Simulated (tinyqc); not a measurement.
Six-band Luttinger-Kohn model with strain: sweeps and comparisons. A value that a table varies takes the place of the one given here.

Six-band Luttinger-Kohn model in the basis |3/2,3/2>, |3/2,1/2>, |3/2,-1/2>, |3/2,-3/2>, |1/2,1/2>, |1/2,-1/2>, electron energies, zero at the top of the unstrained valence band. H = -[rows: (P+Q, -S, R, 0, -S/r2, r2 R); (-S*, P-Q, 0, R, -r2 Q, r32 S); (R*, 0, P-Q, S, r32 S*, r2 Q); (0, R*, S*, P+Q, -r2 R*, -S*/r2); (-S*/r2, -r2 Q, r32 S, -r2 R, P+Dso, 0); (r2 R*, r32 S*, r2 Q, -S/r2, 0, P+Dso)], r2 = sqrt(2), r32 = sqrt(3/2). Levels are twofold.

P = c g1 k^2 - av tr(e); Q = c g2 (kx^2 + ky^2 - 2 kz^2) - (b/2)(exx + eyy - 2 ezz); R = c sqrt3 [-g2 (kx^2 - ky^2) + 2i g3 kx ky] + (sqrt3/2) b (exx - eyy) - i d exy; S = 2 c sqrt3 g3 (kx - i ky) kz - d (exz - i eyz); c = hbar^2/2m0, e the strain tensor (not engineering shear).

s11 = (C11 + C12)/((C11 - C12)(C11 + 2 C12)), s12 = -C12/((C11 - C12)(C11 + 2 C12)), s44 = 1/C44; exx = s11 sxx + s12 (syy + szz) and cyclic, exy = s44 sxy/2; tension is positive. A uniaxial stress X along the unit vector n is s_ij = X n_i n_j.

Constants: hbar^2/2m0 = 3.80998211 eV angstrom^2.

Values chosen for the exercise (near those of Si; the results hold for these values, not for the real material):
- Dso = 0.044 eV (spin-orbit splitting)
- g1 = 4.28 (Luttinger gamma1)
- g2 = 0.34 (gamma2)
- g3 = 1.44 (gamma3)
- av = 2.48 eV (valence hydrostatic potential)
- b = -2.1 eV (tetragonal shear potential)
- d = -4.8 eV (trigonal shear potential)
- C11 = 165.4 GPa
- C12 = 63.6 GPa
- C44 = 79 GPa
- load = biaxial (001) (kind of stress)
- X1 = 0.7 GPa (size of the stress)
- E_h = 25 meV (hole energy below the top)
- X = 2.45 GPa (stress)

## Sweep of a biaxial (001) stress

Edges at k = 0 and curvature masses of the top pair along [110] and [001] (step 0.0002 1/angstrom); at zero stress the top is fourfold and has no single curvature.

Edges and masses:

| X (GPa) | top (eV) | second (eV) | third (eV) | splitting (meV) | m [110] | m [001] |
|---|---|---|---|---|---|---|
| -3.00 | 0.0110 | -0.0158 | -0.1918 | 26.9 | 0.216 | 0.278 |
| -2.00 | 0.0074 | -0.0182 | -0.1349 | 25.5 | 0.216 | 0.278 |
| -1.00 | 0.0037 | -0.0178 | -0.0807 | 21.5 | 0.216 | 0.278 |
| 0.00 | 0.0000 | 0.0000 | -0.0440 | 0.0 | - | - |
| 1.00 | 0.0488 | -0.0037 | -0.0383 | 52.5 | 0.273 | 0.181 |
| 2.00 | 0.1048 | -0.0074 | -0.0397 | 112.1 | 0.276 | 0.179 |
| 3.00 | 0.1621 | -0.0110 | -0.0425 | 173.1 | 0.277 | 0.178 |

The splitting reaches 26.9 meV under compression and 173.1 meV under the same tension; linear shear terms alone would make the two equal, and the difference comes from the coupling to the split-off band. At the ends of the sweep the top pair has a mass along [110] of 0.216 under compression and 0.277 under tension, so compression gives the lighter holes along [110]; along [001] it has 0.278 and 0.178. The top edge itself moves by +11 and +162 meV.

## Which stress helps holes along [110]

Each load has size X1 (biaxial: sxx = syy); masses are curvatures of the top pair at k = 0.

Results:

| load | splitting (meV) | top edge (meV) | m [110] | m [001] |
|---|---|---|---|---|
| uniaxial [110], compression | 30.9 | 12.2 | 0.122 | 0.270 |
| uniaxial [110], tension | 17.6 | 18.9 | 0.454 | 0.210 |
| uniaxial [100], compression | 35.3 | 14.9 | 0.219 | 0.271 |
| uniaxial [100], tension | 18.5 | 20.4 | 0.243 | 0.216 |
| uniaxial [111], compression | 29.5 | 11.3 | 0.150 | 0.234 |
| uniaxial [111], tension | 16.9 | 18.2 | 0.352 | 0.234 |
| biaxial (001), compression | 18.5 | 2.6 | 0.216 | 0.278 |
| biaxial (001), tension | 35.3 | 32.7 | 0.271 | 0.184 |

The lightest mass along [110] (0.122) comes with uniaxial [110], compression. The largest splitting (35.3 meV) comes with uniaxial [100], compression; biaxial (001), tension. The heaviest mass along [001] (0.278), which lowers the confinement energy in a (001) channel, comes with biaxial (001), compression. The splitting per GPa follows b (s11 - s12) for loads along cube axes and d s44 for [111]: here 2 |b| (s11 - s12) = 41.3 and |d| s44/sqrt3 = 35.1 meV per GPa in the limit of large Dso; where the splitting nears Dso, mixing with the split-off band makes it depend on the sign of the load.

## Warping of the constant-energy contours (six-band Luttinger-Kohn model)

No strain (e = 0). In the plane kz = 0, |k| where the top and second pairs lie E_h below the top, against the angle from [100]; m = c k^2/E_h.

Contours:

| angle (degrees) | k top (1/angstrom) | k second (1/angstrom) | m top (m0) | m second (m0) |
|---|---|---|---|---|
| 0 | 0.0427 | 0.0368 | 0.278 | 0.206 |
| 9 | 0.0450 | 0.0360 | 0.308 | 0.198 |
| 18 | 0.0512 | 0.0349 | 0.399 | 0.185 |
| 27 | 0.0628 | 0.0340 | 0.601 | 0.176 |
| 36 | 0.0842 | 0.0335 | 1.080 | 0.172 |
| 45 | 0.1040 | 0.0334 | 1.650 | 0.170 |

The heavy contour reaches 2.437 times as far along [110] as along [100], the light one 0.907 times. The warping follows g3 - g2 = 1.10 and would vanish for g2 = g3. Along [100] the heavy mass is 1/(g1 - 2 g2) = 0.278 at any energy, while the light one is 0.2064, against 1/(g1 + 2 g2) = 0.2016 at the edge, for E_h/Dso = 0.57.

## What each parameter does

Edges at k = 0 under a biaxial (001) stress X and the curvature mass of the top pair along [110] (step 0.0002 1/angstrom). Each row changes one parameter from the base and keeps the others.

Results:

| case | top (eV) | second (eV) | third (eV) | mass (m0) |
|---|---|---|---|---|
| base | 0.1305 | -0.0090 | -0.0409 | 0.277 |
| d = -3.84 eV | 0.1305 | -0.0090 | -0.0409 | 0.277 |
| av = 1.984 eV | 0.1222 | -0.0173 | -0.0492 | 0.277 |
| g1 = 3.424 | 0.1305 | -0.0090 | -0.0409 | 0.362 |
| C44 = 63.2 GPa | 0.1305 | -0.0090 | -0.0409 | 0.277 |
| Dso = 0.035 eV | 0.1326 | -0.0090 | -0.0340 | 0.277 |
| X = 2.94 GPa | 0.1586 | -0.0108 | -0.0423 | 0.277 |
| b = -1.68 eV | 0.1108 | 0.0011 | -0.0313 | 0.276 |

The largest shifts from the base row, up to three for each result and ties (the steps differ in size, so this ranks the rows, not the parameters). top (eV): X +0.0281, b -0.0197, av -0.0083; unchanged at the printed digits by d, g1 and C44. second (eV): b +0.0101, av -0.0083, X -0.0018; unchanged at the printed digits by d, g1, C44 and Dso. third (eV): b +0.0096, av -0.0083, Dso +0.0069; unchanged at the printed digits by d, g1 and C44. mass (m0): g1 +0.086, b -0.001; unchanged at the printed digits by d, av, C44, Dso and X. The Luttinger parameters multiply k^2 and cannot move the edges; av shifts all edges alike and leaves the mass.

tinyqc: `OMP_NUM_THREADS=1 python tinyqc.py 1050403 1050404 out.jsonl`; about 0.2 s, one thread, shared Intel(R) Xeon(R) Processor @ 2.30GHz.
